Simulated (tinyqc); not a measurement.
Changing the bath conductivity kappa: electroplating on a thin resistive seed layer: kinetics, Wagner number and the terminal effect across a wafer. Computed by tinyqc, a small Python program. Command: `OMP_NUM_THREADS=1 python tinyqc.py 3121576 3121577 out.jsonl terminal sweep`. One thread of a shared host (Intel(R) Xeon(R) Processor @ 2.30GHz), about 0.04 s of CPU time with the checks.

Current enters the seed at the rim. The bath is treated as a local resistance per area (no lateral flow in the liquid), two electrons per ion, molar volume 7.11 cm^3/mol, Faraday constant F = e N_A, kinematic viscosity 0.01 cm^2/s, omega = 2 pi x rpm/60; k_B T/e is in volts.

Inputs (values chosen for the exercise, of the order of those for copper plating from an acid sulfate bath):
```
quantity                               value         unit
wafer radius R                           7.5           cm
seed thickness t                          22           nm
seed resistivity                          20  microohm cm
gap to the anode h                       9.2           cm
extra resistance of a porous plate        41     ohm cm^2
exchange current density i_0           0.069      mA/cm^2
cathodic transfer coefficient alpha     0.71            -
mean current density                     5.1      mA/cm^2
diffusivity of the metal ion         4.2e-06       cm^2/s
metal ion concentration                 0.71        mol/L
rotation rate                            100          rpm
temperature T                            298            K
```

Constants: e = 1.602176634e-19 C; N_A = 6.02214076e+23 1/mol; k_B = 8.617333262e-05 eV/K.

Method:
- Growth rate = i V_m/(2 F). Levich limit i_L = 0.62 x 2 F D^(2/3) omega^(1/2) nu^(-1/6) c. Tafel overpotential eta = (k_B T/(alpha e)) ln(i/i_0); kinetic resistance k_B T/(alpha e i); bath resistance h/kappa + plate; R_s = resistivity/t; Wagner number = kinetic resistance x kappa/R.
- Linearised: with R_t = kinetic + bath resistance the current density obeys (1/r)(r i')' = i R_s/R_t, so i = A I_0(r/l), l = sqrt(R_t/R_s); with x = R/l, edge/centre = I_0(x) and edge/mean = x I_0(x)/(2 I_1(x)).
- Voltage drop in the seed for a uniform current: i R_s R^2/4.
- Full model: seed potential phi(r) with (1/r)(r phi')' = R_s i, where i solves phi = R_b i + (k_B T/(alpha e)) ln(i/i_0) (phi being the driving voltage left at r); phi'(0) = 0 and phi'(R) = R_s i_mean R/2. Solved by collocation to a tolerance of 1e-7.

One run for each value:
```
bath conductivity kappa (S/cm)  edge over centre, full model  Wagner number  bath resistance R_b (ohm cm^2)
0.010                                                 1.1365        0.00946                          961.00
0.018                                                 1.2420        0.01702                          552.11
0.032                                                 1.4187        0.03026                          328.50
0.058                                                 1.7200        0.05484                          199.62
0.100                                                 2.1385        0.09456                          133.00
0.190                                                 2.8124        0.17966                           89.42
0.330                                                 3.4812        0.31204                           68.88
0.600                                                 4.1699        0.56735                           56.33
```

Over the rows, edge over centre, full model rises from 1.14 to 4.17 (exponent d ln y / d ln x 0.15 between the first rows and 0.30 between the last); Wagner number rises from 0.00946 to 0.567 (exponent d ln y / d ln x about 1.0 throughout); bath resistance R_b (ohm cm^2) falls from 961 to 56.3 (exponent d ln y / d ln x -0.94 between the first rows and -0.34 between the last). A less conductive bath evens out the terminal effect, although it lowers the Wagner number, which measures only kinetics against the bath.
